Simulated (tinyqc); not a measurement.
Free and trapped electrons in a MOS channel with a dense trap tail: one step of the calculation.

p-type body, charge-sheet picture, full ionisation (an idealisation for deep acceptors), Boltzmann statistics for free electrons. e = Ec - EF at the surface. Acceptor-like traps of density D(E) = D0 + De exp(-E/Ew) at depth E below Ec, from 0 to Eu, hold n_t = integral of D(E)/(1 + exp((e - E)/Vt)). psi = Eg - Vt ln(Nv/Na) - e; N_dep = sqrt(2 eps0 eps_r Na (psi - Vt)/q); n_f = sqrt(N_dep^2 + 2 eps0 eps_r Vt Nc exp(-e/Vt)/q) - N_dep; Vg = Vfb + psi + q (N_dep + n_t + n_f)/Cox, Cox = eps0 eox/tox.

Task. Charges and gate voltage. psi, N_dep, n_f and Vg as defined, with the n_t given; free share n_f/(n_f + n_t); apparent mobility mf n_f/(n_f + n_t); gate voltage spent on traps q n_t/Cox.

Inputs (values chosen for the exercise); band and dielectric values close to those of 4H silicon carbide:
```
symbol    value        unit                                   meaning
T           475           K                               temperature
Eg         3.25          eV                                  band gap
eps_r      9.89                                 relative permittivity
Nc      3.39e19       cm^-3    conduction-band density of states at T
Nv      4.92e19       cm^-3       valence-band density of states at T
eox         3.9                relative permittivity of the insulator
tox          30          nm                       insulator thickness
Na       1.2e16       cm^-3                          acceptor density
Vfb       -2.57           V  flat-band voltage without trapped charge
mf          140  cm^2/(V s)                mobility of free electrons
e         0.231          eV                    Ec - EF at the surface
```

Constants: q = 1.602176634e-19 C, kB = 1.380649e-23 J/K, Vt = kB T/q, eps0 = 8.8541878128e-14 F/cm where lengths are in cm. Results are converted to the units shown.

n_t = 3.5569387e11 cm^-2

Wanted: psi; N_dep; n_f; Vg; free share; apparent mobility; gate voltage spent on traps.

Result.

psi = 2.678 V
N_dep = 5.882e11 cm^-2
n_f = 4.401e10 cm^-2
Vg = 1.484 V
free share = 11.01 %
apparent mobility = 15.41 cm^2/(V s)
gate voltage spent on traps = 0.4951 V

Program tinyqc, `OMP_NUM_THREADS=1 python tinyqc.py 2222017 2222018 out.jsonl`; Intel Xeon 2.30GHz, shared host, one thread, about 0.02 s.
